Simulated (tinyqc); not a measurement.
# Resistance of a tapered via with liner, size effect and interface: via resistance against the diameter at the bottom

A round via whose diameter grows from db at the bottom as D(z) = db + 2 z/tan(ang). The fill, of diameter D - 2 tl, starts above the bottom liner (thickness fb tl) and has rho = rho0 (1 + ks lam/(D - 2 tl)); the sidewall liner conducts in parallel with it. The bottom liner and the interface are crossed over the full area pi db^2/4. Spreading in the lines above and below is left out.

Slices between z0 = fb tl and hv, evaluated at their midpoints: conductance per length pi/4 [(D - 2 tl)^2/rho + (D^2 - (D - 2 tl)^2)/rl], slice resistance = slice height over that. 2000 slices. R_fill = sum of the slices; R_bottom = rl fb tl/(pi db^2/4); R_interface = ri/(pi db^2/4); ballistic (Sharvin) limit 1/(Sb pi (db - 2 tl)^2/4); ideal cylinder rho0 hv/(pi db^2/4).

Inputs (values chosen for the exercise); fill metal close to molybdenum: height hv = 21 nm; sidewall angle ang = 89 degrees; bulk resistivity of the fill rho0 = 5.35 uohm cm; mean free path of the fill lam = 10.9 nm; size-effect factor ks = 1.4; liner on the sidewall tl = 0.5 nm; liner at the bottom over that on the sidewall fb = 0.7; resistivity of the liner rl = 400 uohm cm; interface resistivity at the bottom ri = 5.2e-13 ohm cm^2; ballistic conductance per area, about 3/(4 rho0 lam) Sb = 1.3e15 S/m^2.

Via resistance against the diameter at the bottom:
columns A: db (nm); B: R_fill (ohm); C: R_bottom (ohm); D: R_interface (ohm); E: R (ohm); F: ballistic limit (ohm); G: R over ideal cylinder; H: largest part
```
A         B       C        D       E       F      G             H
6     184.7   49.51    1.839   236.1   39.18  5.941          fill
8.3   70.89   25.88   0.9611   97.73   18.38  4.706          fill
11    32.15   14.73   0.5472   47.43   9.794  4.012          fill
16    11.83   6.963   0.2586   19.05   4.353  3.409          fill
22    5.269   3.683   0.1368   9.088   2.221  3.075          fill
30    2.474   1.981  0.07356   4.529   1.165  2.849          fill
42    1.124   1.011  0.03753   2.172  0.5826  2.678          fill
58   0.5407  0.5299  0.01968   1.090  0.3015  2.564          fill
80   0.2661  0.2785  0.01035  0.5550  0.1569  2.483  bottom liner
```

R falls from 236 to 0.555 ohm. The fill is the largest part at db = 6, the bottom liner from 80 on. R goes as db^(-2.72) between the first two rows and db^(-2.10) between the last two; area alone gives -2. For db = 42, 58, 80 the ballistic limit exceeds half of R_fill, so the diffusive model understates R.

Numbers from tinyqc (`OMP_NUM_THREADS=1 python tinyqc.py 2750058 2750059 out.jsonl`; about 0.01 s on one thread of a shared Intel Xeon 2.30GHz).
